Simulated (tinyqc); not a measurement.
## Non-linearity against on/off ratio

Worst-case read of an N x N array without selectors, ideal wires, unselected lines floating and all unselected cells in the low state with resistance K Ron: the sneak path is Rsn = K Ron [2/(N - 1) + 1/(N - 1)^2], in parallel with the selected cell Rc. A sense resistor Ron to ground gives Vout = Vr Ron/(Ron + Rc Rsn/(Rc + Rsn)); margin = [Vout(Rc = Ron) - Vout(Rc = ra Ron)]/Vr. Here N = 512; the columns give the margin for ra = 8, 50 and 300.

Result of one run:

| K | Rsn/Ron | margin, ra = 8 (%) | margin, ra = 50 (%) | margin, ra = 300 (%) |
|---|---|---|---|---|
| 1000 | 3.918 | 28.11 | 34.08 | 35.11 |

What becomes of these results when the factor by which unselected cells are more resistive K is changed from 1000 to 3000, all else the same?

Result of the changed run:

| K | Rsn/Ron | margin, ra = 8 (%) | margin, ra = 50 (%) | margin, ra = 300 (%) |
|---|---|---|---|---|
| 3000 | 11.75 | 34.68 | 42.53 | 43.92 |

The whole series:

| K | Rsn/Ron | margin, ra = 8 (%) | margin, ra = 50 (%) | margin, ra = 300 (%) |
|---|---|---|---|---|
| 1 | 0.003918 | 0.001327 | 0.001487 | 0.001512 |
| 3 | 0.01175 | 0.01166 | 0.01307 | 0.01329 |
| 10 | 0.03918 | 0.1193 | 0.1341 | 0.1365 |
| 30 | 0.1175 | 0.8644 | 0.9788 | 0.9971 |
| 100 | 0.3918 | 5.226 | 6.026 | 6.157 |
| 300 | 1.175 | 15.53 | 18.37 | 18.86 |
| 1000 | 3.918 | 28.11 | 34.08 | 35.11 |
| 3000 | 11.75 | 34.68 | 42.53 | 43.92 |

At K = 1 the margin is 0.00133 % for ra = 8 and 0.00151 % for ra = 300: an on/off ratio 37.5 times larger gains a factor of only 1.14, because the sneak path (0.0039 Ron) shunts the cell. Raising K to 3000 lifts the margin at ra = 50 from 0.00149 to 42.5 %.

tinyqc, about 0.03 s, one thread, Intel Xeon 2.30GHz (shared host): `OMP_NUM_THREADS=1 python tinyqc.py 2880119 2880120 out.jsonl`
